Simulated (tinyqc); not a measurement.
What sets t'/t: three-band (Emery) model of a CuO2 plane downfolded to one band.

Electron picture, d at 0 and the oxygen p orbitals at -D; sx = sin(kx a/2), sy = sin(ky a/2). H = [[0, 2 tpd sx, -2 tpd sy], [., -D, -4 tpp sx sy], [., ., -D]], real and symmetric. The top (antibonding) band crosses the Fermi level.

One-band form E = e0 - 2t (cos kx + cos ky) - 4t' cos kx cos ky - 2t'' (cos 2kx + cos 2ky) - 4t''' (cos 2kx cos ky + cos kx cos 2ky), k in 1/a. Each hopping is minus the mean of E cos(m kx) cos(n ky) over a 12 x 12 mesh, k = (j + 1/2) 2 pi/12.

Values chosen for the exercise (out of a larger set: of the size used for cuprate planes; not measured data): D = 1.5 eV (ed - ep); tpd = 1.12 eV (d-p hopping).

tpp is varied; points are in units of pi/a. E(1,0) is the saddle point; the filling is the share of a 40 x 40 mesh, k = (j + 1/2) 2 pi/40, below the saddle energy, times two.

One-band values:

| tpp (eV) | t (eV) | t' (eV) | t'' (eV) | t'/t | E(1,0) - E(1/2,1/2) (eV) | electrons at the saddle |
|---|---|---|---|---|---|---|
| 0.05 | 0.2977 | 0.0343 | 0.0234 | 0.115 | -0.0346 | 0.950 |
| 0.20 | 0.3325 | 0.0192 | 0.0293 | 0.058 | -0.1443 | 0.895 |
| 0.35 | 0.3710 | 0.0026 | 0.0355 | 0.007 | -0.2632 | 0.835 |
| 0.50 | 0.4133 | -0.0155 | 0.0419 | -0.038 | -0.3917 | 0.800 |
| 0.65 | 0.4595 | -0.0352 | 0.0488 | -0.077 | -0.5300 | 0.760 |
| 0.80 | 0.5094 | -0.0563 | 0.0559 | -0.110 | -0.6783 | 0.710 |

t'/t goes from 0.115 to -0.110. With tpp = 0 the band depends on sx^2 + sy^2 alone and the line through the saddle is a nested square, whatever t' says: terms in (cos kx + cos ky)^2 bring t' and t'' in the ratio two to one, higher powers alter it (first row: 0.0343 and 0.0234 eV), so t' - 2t'', which goes from -0.0125 to -0.1681 eV, measures the rounding. Oxygen hopping lowers the saddle against (1/2,1/2), by 0.678 eV in the last row, so the van Hove filling moves from 0.95 to 0.71 electrons (mesh values, coarse by a few hundredths; the nested square holds exactly 1) and the half-filled Fermi line closes around (1,1).

tinyqc: `OMP_NUM_THREADS=1 python tinyqc.py 1480217 1480218 out.jsonl`; about 0.02 s, one thread, shared Intel(R) Xeon(R) Processor @ 2.30GHz.
